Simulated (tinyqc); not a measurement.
Leakage against temperature: trap-assisted generation and recombination current of an abrupt junction. Computed by tinyqc, a small Python program. Command: `OMP_NUM_THREADS=1 python tinyqc.py 3027148 3027149 out.jsonl junctionleak walk`. One thread of a shared host (Intel(R) Xeon(R) Processor @ 2.30GHz), about 0.01 s of CPU time with the checks.

Depletion approximation, flat quasi-Fermi levels across the depleted layer, long neutral regions with minority lifetimes tau_n and tau_p, full ionisation and Boltzmann statistics. Voltages in exponents stand for e V.

Inputs (values chosen for the exercise, with bands and screening modelled on InP):
```
quantity                              value    unit
gap E_g                                1.34      eV
electron mass m_e                    0.0772     m_0
valleys M_c                               1       -
hole mass m_h                         0.624     m_0
dielectric constant eps                12.5       -
acceptor density N_A                8.5e+17   cm^-3
donor density N_D                   1.2e+17   cm^-3
capture time tau_n                  2.4e-08       s
capture time tau_p                  1.6e-05       s
trap level E_t - E_i                 -0.086      eV
electron diffusion coefficient D_n       14  cm^2/s
hole diffusion coefficient D_p          1.4  cm^2/s
reverse bias V_r                        4.5       V
temperature T                           350       K
tunnelling mass m_t                    0.18     m_0
```

Field enhancement: Hurkx tunnelling factor.

Constants: k_B = 8.617333262e-05 eV/K; m_0 = 9.1093837015e-31 kg; k_B = 1.380649e-23 J/K; h = 6.62607015e-34 J s; e = 1.602176634e-19 C; eps_0 = 8.8541878128e-12 F/m; hbar = 1.054571817e-34 J s.

Method:
- N_c = 2 M_c (2 pi m_e k_B T/h^2)^(3/2) and N_v = 2 (2 pi m_h k_B T/h^2)^(3/2), masses in units of m_0.
- n_i = sqrt(N_c N_v) exp(-E_g/2 k_B T); V_bi = (k_B T/e) ln(N_A N_D/n_i^2); diffusion saturation current J_d0 = e n_i^2 [sqrt(D_n/tau_n)/N_A + sqrt(D_p/tau_p)/N_D].
- W = sqrt(2 eps eps_0 (V_bi - V)(1/N_A + 1/N_D)/e), x_p = W N_D/(N_A + N_D), x_n = W - x_p, peak field F_m = 2 (V_bi - V)/W; reverse bias means V = -V_r.
- Both capture times are divided by 1 + Gamma, Gamma = 2 sqrt(3 pi) (F/F_G) exp((F/F_G)^2), F_G = sqrt(24 m_t (k_B T)^3)/(e hbar) (the low-field Hurkx form), F being the local field, linear in x from 0 at the edges to F_m.
- Potential from the p edge: phi = (V_bi - V) x^2/(x_p W) on the p side and (V_bi - V)[1 - (W - x)^2/(x_n W)] on the n side; p = N_A exp(-phi/k_B T), n = n_i^2 exp(V/k_B T)/p; U = (n p - n_i^2)/[tau_p (n + n_i exp(dE/k_B T)) + tau_n (p + n_i exp(-dE/k_B T))], dE = E_t - E_i, n1 = n_i exp(dE/k_B T), p1 = n_i exp(-dE/k_B T); J_t = e int U dx by the trapezoid rule on 400 intervals on each side.
- The gap, capture times and diffusion coefficients are held fixed. J_g = -J_t at V = -V_r. The last column is -k_B d ln(J_g + J_d0)/d(1/T) from this row and the one above.

peak field F_m = 416575 V/cm

Reverse current:
```
T (K)  generation (A/cm^2)  diffusion (A/cm^2)  activation energy (eV)
280             1.0548e-10          2.0366e-20                       -
320             2.2188e-09          3.1459e-17                 0.58800
350             1.3659e-08          2.6510e-15                 0.58469
390             9.9037e-08          3.4946e-13                 0.58258
440             7.1284e-07          4.6591e-11                 0.58375
490             3.4721e-06          2.3697e-09                 0.58853
560             2.0259e-05          1.8684e-07                 0.59869
```

What follows from these numbers?

The activation energy goes from 0.588 to 0.599 eV. Generation alone gives about E_g/2 + dE if tau_p exp(dE/k_B T) exceeds tau_n exp(-dE/k_B T), else E_g/2 - dE, here 0.584 eV, plus 1.5 k_B T, less where tunnelling helps, and diffusion E_g = 1.34 eV plus 3 k_B T; generation rules in every row.

Extremes, crossings and ranges named in words are read from the listed rows.
